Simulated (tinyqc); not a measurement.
FinFET, parasitic resistance, capacitance and delay: two steps of the calculation.

Nf fins under one contact; each has gated perimeter p = 2 Hf + Wf and cross-section A = Hf Wf; contact width Wc = Nf pf, stack height Hs = Hf. Contact length Lc = CPP - Lg - 2 Lsp, shared by two neighbouring gates. Source and drain sides are equal. The formulas are first-order estimates, not field solutions.

Parameters, values chosen for the exercise; values close to those of silicon logic devices: temperature T = 300 K; fin height Hf = 46 nm; fin width Wf = 8 nm; gate length Lg = 18 nm; inversion capacitance Cinv = 2.6 uF/cm^2; injection velocity vx = 1.3e7 cm/s; apparent mobility mu = 150 cm^2/(V s); threshold at zero drain voltage VT = 0.2 V; barrier lowering dl = 0.043 V/V; subthreshold factor n = 1.09; supply voltage Vdd = 0.75 V.

Constants: q = 1.602176634e-19 C, kB = 1.380649e-23 J/K, Vt = kB T/q. Results are converted to the units shown.

Question 1. Fin currents at Vgs = Vdd, Vds = Vdd/2. One fin: I = p Q vx u/(1 + |u|^1.8)^(1/1.8), Q = Cinv n Vt ln(1 + exp((Vg' - VT + dl Vd')/(n Vt))), u = Vd' mu/(vx Lg), Vg' = Vgs - v, Vd' = Vds - 2 v, with the drop on each side v = Rc (sum of I) + Rx I. I(new) = I + 0.5 (I(out) - I).

I at the start (uA): fin 1 0, fin 2 0
Rc = 398.47786 ohm
Rx = 55.434783 ohm

Give: drop v; I(out); I after iteration 1.

Answer 1.

drop v (mV): fin 1 0, fin 2 0
I(out) (uA): fin 1 172.42, fin 2 172.42
I after iteration 1 (uA): fin 1 86.210, fin 2 86.210

Question 2. Effective current, delay and energy. Ieff = (IH + IL)/2, delay CL Vdd/(2 Ieff), energy CL Vdd^2, with CL the load of an inverter that drives an equal one.

IH = I(Vdd, Vdd/2) = 227.33696 uA
IL = I(Vdd/2, Vdd), solved likewise = 103.56312 uA
CL = 783.93101 aF

Find: Ieff; delay; energy.

Answer 2.

Ieff = 165.5 uA
delay = 1.777 ps
energy = 441.0 aJ

Numbers from tinyqc (`OMP_NUM_THREADS=1 python tinyqc.py 2170045 2170046 out.jsonl`; about 0.03 s on one thread of a shared Intel Xeon 2.30GHz).
